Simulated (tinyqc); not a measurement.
Worked calculation: bound state in one dimension: Numerov shooting, finite differences, DVR. Computed by tinyqc, a small Python program that keeps every step. Settings: points = 64. Command: `OMP_NUM_THREADS=1 python tinyqc.py 28879 28880 out.jsonl` (the two numbers bound the seeds that draw the settings). One thread of a shared host (Intel(R) Xeon(R) Processor @ 2.60GHz), about 0.01 s of CPU time with the checks.

## Numerov steps at E = 0.1

One particle of mass 1 in V = 5.42 (x^2 - 1.75^2)^2 / 1.75^4 (atomic units), psi = 0 at both ends:
```
parameter                 value
left end              -3.400000
right end              3.400000
intervals                    64
h                      0.106250
state sought (nodes)          2
```

k_i = 2 m (E - V_i); (1 + h^2 k_(i+1)/12) y_(i+1) = 2 (1 - 5 h^2 k_i/12) y_i - (1 + h^2 k_(i-1)/12) y_(i-1), from y_0 = 0, y_1 = 0.001.

Points along the way:
```
i          x         V          k        y
0   -3.40000  41.72818  -83.25636  0.00000
1   -3.29375  35.03549  -69.87097  0.00100
2   -3.18750  29.11233  -58.02467  0.00281
3   -3.08125  23.90481  -47.60963  0.00651
4   -2.97500  19.36078  -38.52156  0.01379
5   -2.86875  15.42986  -30.65973  0.02713
21  -1.16875   1.66329   -3.12657  2.17810
22  -1.06250   2.16062   -4.12123  2.50656
23  -0.95625   2.66655   -5.13311  2.95286
24  -0.85000   3.16431   -6.12862  3.57207
25  -0.74375   3.63885   -7.07771  4.44106
26  -0.63750   4.07694   -7.95387  5.66877
```

## Bisection on the node count

With more sign changes than the state has nodes (the last point included) the energy is too high, else too low; the bracket starts as 0.1 to 12.

Trials:
```
trial          E  sign changes  y at the right end   next
1      6.0500000             4            9.74e+00  lower
2      3.0750000             2            1.07e+03  raise
3      4.5625000             2            6.21e+00  raise
4      5.3062500             4            5.02e+00  lower
5      4.9343750             3           -2.44e+00  lower
6      4.7484375             3           -2.07e+00  lower
7      4.6554687             2            7.56e-01  raise
8      4.7019531             3           -9.41e-01  lower
9      4.6787109             3           -1.69e-01  lower
10     4.6670898             2            2.74e-01  raise
11     4.6729004             2            4.74e-02  raise
12     4.6758057             3           -6.21e-02  lower
13     4.6743530             3           -7.65e-03  lower
14     4.6736267             2            1.98e-02  raise
...          ...           ...                 ...    ...
29     4.6741501             3           -2.84e-07  lower
30     4.6741501             2            1.34e-07  raise
31     4.6741501             3           -7.46e-08  lower
```

eigenvalue = 4.6741501 hartree

## The same grid by other methods

Three-point finite differences and the sine-DVR kinetic matrix of Colbert and Miller on the same points.

Lowest levels (hartree):
```
state  finite differences      DVR
0                 1.77919  1.78349
1                 1.79060  1.79487
2                 4.66359  4.67422
3                 5.06240  5.08068
4                 6.85300  6.88272
```
